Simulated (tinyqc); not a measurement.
# Box-like doped layer, carriers, mobility and sheet resistance: effect of the peak chemical concentration

An n-type layer from the surface x = 0 to the junction xj, N(x) = N0 for x < xb and N0 10^(-(x - xb)/Lt) beyond. Local neutrality (no depletion at surface or junction, no spilling of carriers), intrinsic carriers neglected, full ionisation of active dopants.

xj = xb + Lt log10(N0/Nb). Active dopant A = min(N, Ns); n = A - Nb; mobility mu = m1 + (m2 (T/300 K)^(-bt) - m1)/(1 + ((A + Nb)/Nr)^am). Dose = integral of N, carrier sheet density = integral of n, 1/Rs = q integral of n mu, mean mobility 1/(q Rs sheet density), Hall mobility (unit Hall factor) = integral of n mu^2 over integral of n mu, Hall sheet density = (integral of n mu)^2/integral of n mu^2; all from 0 to xj. Integrals on 4000 steps.

Values chosen for this exercise; values close to those of arsenic in silicon over a p-type background: temperature T = 400 K; background doping of the opposite type Nb = 1.8e14 cm^-3; mobility limit at high doping m1 = 52.5 cm^2/(V s); mobility limit at low doping, at 300 K m2 = 1390 cm^2/(V s); reference doping of the mobility law Nr = 9.49e16 cm^-3; exponent of the mobility law am = 0.698; temperature exponent of m2 bt = 1.9; solubility limit of active dopant Ns = 2.01e20 cm^-3; depth of the flat top xb = 100 nm; abruptness of the tail Lt = 27 nm/decade.

Constants: q = 1.602176634e-19 C. Results are converted to the units shown.

Results:
```
N0 (cm^-3)	xj (nm)	dose (cm^-2)	carriers (cm^-2)	Rs (ohm/square)	mean mobility (cm^2/(V s))	Rs xj (ohm nm)	Hall/true sheet density
2.7e17	185.8	3.016e12	3.013e12	6694	309.4	1.244e6	0.9744
7.3e17	197.4	8.156e12	8.152e12	3657	209.4	7.220e5	0.9503
2e18	209.2	2.234e13	2.234e13	1985	140.7	4.154e5	0.9266
5.4e18	220.9	6.033e13	6.033e13	1033	100.2	2.281e5	0.9194
4e19	244.4	4.469e14	4.469e14	213.9	65.29	5.227e4	0.9574
1.1e20	256.2	1.229e15	1.229e15	86.15	58.95	2.207e4	0.9780
2.9e20	267.6	3.240e15	2.332e15	47.16	56.75	1.262e4	0.9867
8e20	279.5	8.938e15	2.571e15	42.82	56.69	1.197e4	0.9878
```

Estimate the missing row, N0 = 1.5e19 cm^-3.

Computed row:
```
N0 (cm^-3)	xj (nm)	dose (cm^-2)	carriers (cm^-2)	Rs (ohm/square)	mean mobility (cm^2/(V s))	Rs xj (ohm nm)	Hall/true sheet density
1.5e19	232.9	1.676e14	1.676e14	483.1	77.09	1.125e5	0.9338
```

With this row back in the table: As N0 goes from 2.7e17 to 8e20, xj rises from 186 to 279 nm, Rs falls from 6690 to 42.8 ohm/square, the mean mobility falls from 309 to 56.7 cm^2/(V s) and the share of the dose that conducts goes from 99.9 through a maximum of 100 (at N0 = 4e19 and 1.1e20 among the rows listed) to 28.8 %. Rs goes as dose^(-0.61) at the low end and dose^(-0.10) at the high end; constant mobility and activation would give -1. Above N0 = Ns = 2.01e20 cm^-3 added dopant only widens the clipped top.

tinyqc, about 0.01 s, one thread, Intel Xeon 2.30GHz (shared host): `OMP_NUM_THREADS=1 python tinyqc.py 2110012 2110013 out.jsonl`
